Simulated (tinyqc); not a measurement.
UHF in the sto-3g basis, for H3+, spin multiplicity 1, step by step. Computed by tinyqc, a small Python program that keeps every step (integrals from PySCF). Settings: charge = 1, multiplicity = 1, basis = sto-3g, energy threshold = 1e-09, iteration cap = 60, orthogonalisation = canonical, start = Wolfsberg-Helmholz matrix, DIIS depth = 8, method = UHF, break = 0.4. Command: `OMP_NUM_THREADS=1 python tinyqc.py 28947 28948 out.jsonl` (the two numbers bound the seeds that draw the settings). One thread of a shared host (Intel(R) Xeon(R) Processor @ 2.60GHz), about 0.09 s of CPU time with the checks. Later iterations appear only in the table of the cycle.

## One-electron integrals

Geometry (angstrom):
```
atom         x         y          z
H     0.000000  0.000000   0.000000
H     0.000000  0.000000   1.150000
H     0.000000  0.721000  -0.945000
```

Basis sto-3g: exponents (1/bohr^2) and contraction coefficients of normalised primitives:
```
element  l (shell)  exponent  coefficient
H            s (1)  3.425251     0.154329
H            s (1)  0.623914     0.535328
H            s (1)  0.168855     0.444635
```

Overlap, kinetic and nuclear-attraction integrals over the contracted functions; the nuclear repulsion is the sum of Za Zb / Rab.

nuclear repulsion = 1.14419139 hartree

overlap S, lower triangle:
```
          1H 1s     2H 1s     3H 1s
1H 1s  1.000000
2H 1s  0.412745  1.000000
3H 1s  0.392774  0.082808  1.000000
```

kinetic energy T (hartree), lower triangle:
```
          1H 1s      2H 1s     3H 1s
1H 1s  0.760032
2H 1s  0.064693   0.760032
3H 1s  0.055385  -0.011447  0.760032
```

nuclear attraction V (hartree), lower triangle:
```
           1H 1s      2H 1s      3H 1s
1H 1s  -2.117640
2H 1s  -0.748114  -1.917755
3H 1s  -0.703780  -0.137492  -1.904128
```

core Hamiltonian H = T + V (hartree), lower triangle:
```
           1H 1s      2H 1s      3H 1s
1H 1s  -1.357608
2H 1s  -0.683421  -1.157723
3H 1s  -0.648395  -0.148939  -1.144096
```

## Two-electron integrals

Functions are numbered as in S; the eight-fold symmetry (ij|kl) = (ji|kl) = (kl|ij) leaves the list below.

Two-electron integrals (ij|kl) in chemists' order, unique and non-zero (hartree):
```
(11|11) 0.774606   (21|11) 0.245547   (21|21) 0.105068   (22|11) 0.431973
(22|21) 0.245547   (22|22) 0.774606   (31|11) 0.230922   (31|21) 0.070533
(31|22) 0.124860   (31|31) 0.094238   (32|11) 0.045456   (32|21) 0.017207
(32|22) 0.036678   (32|31) 0.016401   (32|32) 0.003423   (33|11) 0.421022
(33|21) 0.129631   (33|22) 0.238487   (33|31) 0.230922   (33|32) 0.036678
(33|33) 0.774606
```

## Orthogonalisation

S = U s U^T; canonical form X = U s^(-1/2), so that X^T S X = 1. Each column of U has its largest component positive (the first on a tie).

eigenvalues of S: 0.470074  0.917299  1.612628

X:
```
               1          2         3
1H 1s   1.067980  -0.007851  0.536280
2H 1s  -0.725851  -0.718923  0.415371
3H 1s  -0.678148   0.757130  0.399970
```

## Starting guess

The start is the generalised Wolfsberg-Helmholz matrix (K = 1.75) built on H, with HOMO and LUMO mixed by +/-0.4 rad for the two spins; D(s) = C_occ C_occ^T for each spin.

D(alpha) at the start, lower triangle:
```
          1H 1s     2H 1s     3H 1s
1H 1s  0.337613
2H 1s  0.029610  0.002597
3H 1s  0.347376  0.030466  0.357421
```

D(beta) at the start, lower triangle:
```
          1H 1s     2H 1s     3H 1s
1H 1s  0.334120
2H 1s  0.352234  0.371331
3H 1s  0.003893  0.004104  0.000045
```

## Iteration 1: building the Fock matrix

J_ij = sum D_kl (ij|kl) with D = D(alpha) + D(beta), K_ij = sum D_kl (ik|jl) for each spin; F = H + J - K(s); E = tr D H + tr D J / 2 - 0.5 sum_s tr D(s) K(s) + E_nn.

Coulomb J (hartree), lower triangle:
```
          1H 1s     2H 1s     3H 1s
1H 1s  1.185253
2H 1s  0.434079  0.942844
3H 1s  0.405559  0.082260  0.912653
```

exchange K(alpha) (hartree), lower triangle:
```
          1H 1s     2H 1s     3H 1s
1H 1s  0.474745
2H 1s  0.149922  0.067438
3H 1s  0.347416  0.099323  0.472325
```

exchange K(beta) (hartree), lower triangle:
```
          1H 1s     2H 1s     3H 1s
1H 1s  0.473188
2H 1s  0.363421  0.496156
3H 1s  0.127017  0.088790  0.046447
```

F(alpha) (hartree), lower triangle:
```
           1H 1s      2H 1s      3H 1s
1H 1s  -0.647101
2H 1s  -0.399263  -0.282317
3H 1s  -0.590252  -0.166001  -0.703769
```

F(beta) (hartree), lower triangle:
```
           1H 1s      2H 1s      3H 1s
1H 1s  -0.645544
2H 1s  -0.612763  -0.711034
3H 1s  -0.369853  -0.155468  -0.277890
```

total energy of this density = -1.14166562 hartree

## Iteration 1: diagonalisation and new density

Diagonalise F' = X^T F X, C = X C', fill 1 alpha and 1 beta electrons from the bottom; D(s) = C_occ C_occ^T. Each column has its largest component positive (the first on a tie).

F' = X^T F X (alpha) (hartree), lower triangle:
```
           1          2          3
1   0.100104
2   0.053605  -0.366164
3  -0.058828  -0.213139  -0.833647
```

orbital energies (alpha) (hartree): MO1 -0.917480, MO2 -0.296314, MO3 0.114088

coefficients C (alpha):
```
            MO1        MO2        MO3
1H 1s  0.535217   0.380874   0.998357
2H 1s  0.105226   0.678558  -0.862977
3H 1s  0.620062  -0.678543  -0.590093
```

F' = X^T F X (beta) (hartree), lower triangle:
```
           1          2          3
1   0.093989
2  -0.047350  -0.360109
3  -0.047830   0.215938  -0.836103
```

orbital energies (beta) (hartree): MO1 -0.920219, MO2 -0.286620, MO3 0.104617

coefficients C (beta):
```
            MO1        MO2        MO3
1H 1s  0.532604   0.349530   1.011138
2H 1s  0.624973  -0.634177  -0.650746
3H 1s  0.084103   0.731204  -0.807078
```

D(alpha) after iteration 1, lower triangle:
```
          1H 1s     2H 1s     3H 1s
1H 1s  0.286457
2H 1s  0.056319  0.011073
3H 1s  0.331867  0.065247  0.384477
```

D(beta) after iteration 1, lower triangle:
```
          1H 1s     2H 1s     3H 1s
1H 1s  0.283667
2H 1s  0.332863  0.390592
3H 1s  0.044794  0.052562  0.007073
```

## Iteration 2: building the Fock matrix

As before.

Coulomb J (hartree), lower triangle:
```
          1H 1s     2H 1s     3H 1s
1H 1s  1.155775
2H 1s  0.428347  0.944616
3H 1s  0.401980  0.081564  0.922624
```

exchange K(alpha) (hartree), lower triangle:
```
          1H 1s     2H 1s     3H 1s
1H 1s  0.449420
2H 1s  0.157371  0.083855
3H 1s  0.342182  0.106961  0.484756
```

exchange K(beta) (hartree), lower triangle:
```
          1H 1s     2H 1s     3H 1s
1H 1s  0.453005
2H 1s  0.357103  0.501248
3H 1s  0.143224  0.101139  0.069011
```

F(alpha) (hartree), lower triangle:
```
           1H 1s      2H 1s      3H 1s
1H 1s  -0.651253
2H 1s  -0.412446  -0.296963
3H 1s  -0.588598  -0.174335  -0.706228
```

F(beta) (hartree), lower triangle:
```
           1H 1s      2H 1s      3H 1s
1H 1s  -0.654839
2H 1s  -0.612177  -0.714355
3H 1s  -0.389639  -0.168513  -0.290483
```

total energy of this density = -1.15117453 hartree

## Iteration 2: DIIS over 2 matrices

error matrix X^T (FDS - SDF) X (alpha):
```
           1          2         3
1   0.000000   0.002644  0.007979
2  -0.002644   0.000000  0.010938
3  -0.007979  -0.010938  0.000000
```

B (overlaps of the stored error matrices):
```
               1              2
1  1.4604072e-02  3.3922156e-03
2  3.3922156e-03  1.0830857e-03
```

Minimise |sum c_i e_i|^2 with sum c_i = 1: solve [B -1; -1 0][c; lambda] = [0; -1] with B_ij = tr e_i^T e_j summed over both spins, and take F = sum c_i F_i.

DIIS coefficients: -0.259373  1.259373

extrapolated F(alpha) (hartree), lower triangle:
```
           1H 1s      2H 1s      3H 1s
1H 1s  -0.652330
2H 1s  -0.415865  -0.300761
3H 1s  -0.588168  -0.176497  -0.706865
```

extrapolated F(beta) (hartree), lower triangle:
```
           1H 1s      2H 1s      3H 1s
1H 1s  -0.657250
2H 1s  -0.612025  -0.715216
3H 1s  -0.394771  -0.171897  -0.293749
```

## Iteration 2: diagonalisation and new density

As before.

F' = X^T F X (alpha) (hartree), lower triangle:
```
           1          2          3
1   0.095385
2   0.060613  -0.366258
3  -0.050188  -0.201535  -0.848818
```

orbital energies (alpha) (hartree): MO1 -0.922611, MO2 -0.306774, MO3 0.109693

coefficients C (alpha):
```
            MO1        MO2        MO3
1H 1s  0.529927  -0.376159   1.002956
2H 1s  0.128769  -0.671704  -0.865144
3H 1s  0.614347   0.693369  -0.578727
```

F' = X^T F X (beta) (hartree), lower triangle:
```
           1          2          3
1   0.089918
2  -0.061117  -0.353173
3  -0.041117   0.201665  -0.858548
```

orbital energies (beta) (hartree): MO1 -0.929498, MO2 -0.295718, MO3 0.103413

coefficients C (beta):
```
            MO1        MO2        MO3
1H 1s  0.528650   0.358092   1.010217
2H 1s  0.615050  -0.667365  -0.626562
3H 1s  0.116524   0.708943  -0.822757
```

D(alpha) after iteration 2, lower triangle:
```
          1H 1s     2H 1s     3H 1s
1H 1s  0.280823
2H 1s  0.068238  0.016581
3H 1s  0.325559  0.079109  0.377422
```

D(beta) after iteration 2, lower triangle:
```
          1H 1s     2H 1s     3H 1s
1H 1s  0.279471
2H 1s  0.325146  0.378287
3H 1s  0.061600  0.071668  0.013578
```

## Iteration 3: building the Fock matrix

As before.

Coulomb J (hartree), lower triangle:
```
          1H 1s     2H 1s     3H 1s
1H 1s  1.154903
2H 1s  0.427692  0.942078
3H 1s  0.402387  0.081563  0.924795
```

exchange K(alpha) (hartree), lower triangle:
```
          1H 1s     2H 1s     3H 1s
1H 1s  0.449865
2H 1s  0.164864  0.094160
3H 1s  0.339504  0.110632  0.477273
```

exchange K(beta) (hartree), lower triangle:
```
          1H 1s     2H 1s     3H 1s
1H 1s  0.455743
2H 1s  0.353677  0.489488
3H 1s  0.154100  0.106610  0.082522
```

F(alpha) (hartree), lower triangle:
```
           1H 1s      2H 1s      3H 1s
1H 1s  -0.652571
2H 1s  -0.420593  -0.309805
3H 1s  -0.585511  -0.178008  -0.696574
```

F(beta) (hartree), lower triangle:
```
           1H 1s      2H 1s      3H 1s
1H 1s  -0.658448
2H 1s  -0.609406  -0.705133
3H 1s  -0.400108  -0.173986  -0.301823
```

total energy of this density = -1.15245947 hartree

## Iteration 3: DIIS over 3 matrices

error matrix X^T (FDS - SDF) X (alpha):
```
          1          2          3
1  0.000000  -0.000512  -0.000809
2  0.000512   0.000000   0.007936
3  0.000809  -0.007936   0.000000
```

B (overlaps of the stored error matrices), lower triangle:
```
               1              2              3
1  1.4604072e-02
2  3.3922156e-03  1.0830857e-03
3  5.6744879e-04  3.9866657e-04  2.6729952e-04
```

As before.

DIIS coefficients: 0.548263  -2.907605  3.359343

extrapolated F(alpha) (hartree), lower triangle:
```
           1H 1s      2H 1s      3H 1s
1H 1s  -0.653403
2H 1s  -0.432589  -0.332075
3H 1s  -0.579137  -0.182105  -0.672451
```

extrapolated F(beta) (hartree), lower triangle:
```
           1H 1s      2H 1s      3H 1s
1H 1s  -0.661868
2H 1s  -0.603191  -0.681554
3H 1s  -0.413959  -0.179746  -0.321675
```

## Iteration 3: diagonalisation and new density

As before.

F' = X^T F X (alpha) (hartree), lower triangle:
```
           1          2          3
1   0.100817
2   0.047056  -0.356906
3  -0.047824  -0.171768  -0.854463
```

orbital energies (alpha) (hartree): MO1 -0.908999, MO2 -0.311814, MO3 0.110261

coefficients C (alpha):
```
            MO1        MO2        MO3
1H 1s  0.543565  -0.312517   1.017403
2H 1s  0.162157  -0.697839  -0.838432
3H 1s  0.583615   0.698144  -0.604231
```

F' = X^T F X (beta) (hartree), lower triangle:
```
           1          2          3
1   0.095913
2  -0.051036  -0.342911
3  -0.042584   0.171798  -0.865440
```

orbital energies (beta) (hartree): MO1 -0.917543, MO2 -0.300871, MO3 0.105977

coefficients C (beta):
```
            MO1        MO2        MO3
1H 1s  0.543928   0.303340   1.019983
2H 1s  0.583591  -0.677078  -0.645933
3H 1s  0.150531   0.726272  -0.801858
```

D(alpha) after iteration 3, lower triangle:
```
          1H 1s     2H 1s     3H 1s
1H 1s  0.295463
2H 1s  0.088143  0.026295
3H 1s  0.317233  0.094637  0.340606
```

D(beta) after iteration 3, lower triangle:
```
          1H 1s     2H 1s     3H 1s
1H 1s  0.295857
2H 1s  0.317431  0.340579
3H 1s  0.081878  0.087849  0.022660
```

## Iteration 10 (converged): orbitals

converged F(alpha) (hartree), lower triangle:
```
           1H 1s      2H 1s      3H 1s
1H 1s  -0.656428
2H 1s  -0.442080  -0.342795
3H 1s  -0.575309  -0.185105  -0.660767
```

converged F(beta) (hartree), lower triangle:
```
           1H 1s      2H 1s      3H 1s
1H 1s  -0.661776
2H 1s  -0.598906  -0.668313
3H 1s  -0.421129  -0.181533  -0.335146
```

As before.

F' = X^T F X (alpha) (hartree), lower triangle:
```
           1          2          3
1   0.103309
2   0.046023  -0.352636
3  -0.048050  -0.159864  -0.858897
```

orbital energies (alpha) (hartree): MO1 -0.906261, MO2 -0.314281, MO3 0.112318

coefficients C (alpha):
```
            MO1        MO2        MO3
1H 1s  0.548653  -0.296391   1.019496
2H 1s  0.177540  -0.698326  -0.834903
3H 1s  0.569828   0.707154  -0.606907
```

F' = X^T F X (beta) (hartree), lower triangle:
```
           1          2          3
1   0.098782
2  -0.046201  -0.341710
3  -0.042070   0.159162  -0.867045
```

orbital energies (beta) (hartree): MO1 -0.912288, MO2 -0.304943, MO3 0.107258

coefficients C (beta):
```
            MO1        MO2        MO3
1H 1s  0.548571   0.277950   1.024720
2H 1s  0.571508  -0.678062  -0.655632
3H 1s  0.164651   0.735244  -0.790831
```

D(alpha) after iteration 10, lower triangle:
```
          1H 1s     2H 1s     3H 1s
1H 1s  0.301020
2H 1s  0.097408  0.031520
3H 1s  0.312638  0.101167  0.324704
```

D(beta) after iteration 10, lower triangle:
```
          1H 1s     2H 1s     3H 1s
1H 1s  0.300930
2H 1s  0.313513  0.326621
3H 1s  0.090323  0.094099  0.027110
```

## Convergence

Stop when the energy changes by less than 1e-09 hartree and every element of the error matrix X^T (F D S - S D F) X (for each spin) is below 9e-06.

Course of the cycle:
```
iteration  E (hartree)     change  largest element of the error matrix
1          -1.14166562          -                             5.28e-02
2          -1.15117453  -9.51e-03                             1.64e-02
3          -1.15245947  -1.28e-03                             8.19e-03
4          -1.15337317  -9.14e-04                             2.38e-03
5          -1.15344761  -7.44e-05                             3.72e-04
6          -1.15344966  -2.05e-06                             6.00e-05
7          -1.15344969  -2.25e-08                             3.96e-05
8          -1.15344972  -3.21e-08                             1.04e-05
9          -1.15344972  -1.44e-09                             6.52e-06
10         -1.15344972  -9.18e-10                             2.93e-07
```

PySCF UHF in the same basis, after a stability check = -1.15344972 hartree

Converged in 10 iterations.

## Populations, bond orders and dipole

Mulliken: Z minus the diagonal of D S on the atom; Loewdin: the same with S^(1/2) D S^(1/2); Mayer order: 2 sum_s sum (D(s) S)_ij (D(s) S)_ji over the two atoms.

Charges (e):
```
atom  Mulliken   Loewdin  Mulliken spin
1H    0.070173  0.081666      -0.001787
2H    0.456084  0.449886      -0.383712
3H    0.473744  0.468448       0.385499
```

Mayer bond orders:
```
pair     order
2-1   0.506434
3-1   0.488639
3-2   0.138319
```

dipole moment about the origin, x y z (debye): 0.000000  1.640627  0.368928

<S^2> of the determinant (pure state: 0) = 0.271488
